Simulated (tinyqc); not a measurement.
Thickness from two neighbouring fringes.

Question. At normal incidence a transparent film with an index between those of air and substrate, taken as constant, has reflectance minima at 2 n1 d = (m + 1/2) lam (small phase shifts at the substrate neglected). Find d and the order m of the shorter wavelength.

Values chosen for this exercise:
- n1 = 1.292 (index of the transparent film)

wavelengths of two neighbouring reflectance minima (nm): [436, 487.29412]

Answer. Neighbouring orders differ by one: 2 n1 d (1/lam1 - 1/lam2) = 1.

d = 1.60e3 nm
m = 9

Program tinyqc, `OMP_NUM_THREADS=1 python tinyqc.py 2870107 2870108 out.jsonl`; Intel Xeon 2.30GHz, shared host, one thread, about 0.01 s.
